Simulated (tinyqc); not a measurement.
Composition of the buffer: band edges of strained Si(1-x)Ge(x) on relaxed Si(1-y)Ge(y).

Values are linear in the Ge fraction but for ED(x) = linear - CD x (1 - x) and a(x) = linear - Ca x (1 - x). Energies are on the common scale of Ev.

Coherent growth on a (111) face: e_par = (a(y) - a(x))/a(x), e_perp = -(2 C11 + 4 C12 - 4 C44)/(C11 + 2 C12 + 4 C44) e_par; exx = eyy = ezz = (2 e_par + e_perp)/3 and exy = eyz = ezx = (e_perp - e_par)/3.

A valley with unit axis u lies at Ev + gap + (av + a_valley) tr(e) + Xu (u.e.u - tr(e)/3); the Delta axes are x, y, z and the L axes [111], [1-1-1], [-11-1], [-1-11]. The second-order shift of the Delta valleys under shear is left out; it lowers the pair normal to the sheared plane by tens of meV at a shear of 1 %.

Valence edges: Ev plus the levels of the 6 x 6 matrix of X, Y, Z times spin with -Dso/3 + l exx + m (eyy + ezz) on the diagonal (cyclic), n exy off it, l = av + 2 b, m = av - b, n = sqrt(3) d. Spin-orbit term (Dso/3) L.sigma on X, Y, Z with (L_k)_ij = -i epsilon_kij: <X+|H|Y+> = -i Dso/3, <X+|H|Z-> = Dso/3, <Y+|H|Z-> = -i Dso/3, <Z+|H|X-> = -Dso/3, <Z+|H|Y-> = i Dso/3, <X-|H|Y-> = i Dso/3, and their conjugates; + and - are the spin along z.

Inputs chosen for the exercise (end members near Si and Ge, in this order; shifted at random, so the results belong to these values and not to a real crystal): a = (5.431, 5.659) angstrom (lattice constant); Dso = (0.045, 0.286) eV (spin-orbit splitting); av = (2.48, 1.26) eV (valence hydrostatic potential); b = (-2.12, -2.55) eV (tetragonal shear potential); d = (-4.82, -5.25) eV (trigonal shear potential); C11 = (168.2, 129.7) GPa; C12 = (64.7, 48) GPa; C44 = (79, 67.3) GPa; Ev = (0, 0.62) eV (top of the unstrained valence band); ED = (1.147, 0.939) eV (gap to the Delta valleys); EL = (2.024, 0.734) eV (gap to the L valleys); aD = (1.59, 1.18) eV (hydrostatic potential of the Delta gap); aL = (-2.89, -2.84) eV (hydrostatic potential of the L gap); XuD = (9.46, 9.14) eV (uniaxial potential, Delta); XuL = (16.51, 14.94) eV (uniaxial potential, L); CD = 0.234 eV (bowing of the Delta gap); Ca = 0 angstrom (bowing of the lattice constant); face = 111 (growth face); x = 0 (Ge fraction of the layer).

The layer is kept. dEc = Ec(buffer) - Ec(layer), dEv = Ev(layer) - Ev(buffer); buffer edges Ev(y) and Ev(y) + min(ED, EL). The digit behind Delta or L counts whole valleys.

Results:

| y | e_par (%) | lowest valleys | gap (eV) | next valleys above (meV) | valence splitting (meV) | dEc (eV) | dEv (eV) |
|---|---|---|---|---|---|---|---|
| 0.08 | 0.34 | Delta6 | 1.136 | 800 | 33 | -0.005 | -0.017 |
| 0.16 | 0.67 | Delta6 | 1.120 | 723 | 71 | -0.008 | -0.030 |
| 0.24 | 1.01 | Delta6 | 1.102 | 646 | 111 | -0.007 | -0.040 |
| 0.31 | 1.30 | Delta6 | 1.086 | 579 | 146 | -0.004 | -0.049 |
| 0.39 | 1.64 | Delta6 | 1.068 | 501 | 186 | 0.002 | -0.059 |
| 0.47 | 1.97 | Delta6 | 1.049 | 424 | 226 | 0.011 | -0.069 |
| 0.55 | 2.31 | Delta6 | 1.030 | 347 | 267 | 0.023 | -0.079 |

The gap is 1.136 eV in the first row and 1.030 eV in the last. The lowest valleys are Delta6 throughout. Per 0.1 of y the valence offset moves by -13 meV on average; the conduction offset lies between -8 and +23 meV, not monotonically. Both carriers sit on one side for y = 0.08, 0.16, 0.24 and 0.31, and on opposite sides elsewhere. Offsets below about 30 meV are within the spread of parameter sets, so those rows do not settle the type. Strains above 2 % can be kept only in layers of a few nanometres.

tinyqc: `OMP_NUM_THREADS=1 python tinyqc.py 1051377 1051378 out.jsonl`; about 0.01 s, one thread, shared Intel(R) Xeon(R) Processor @ 2.30GHz.
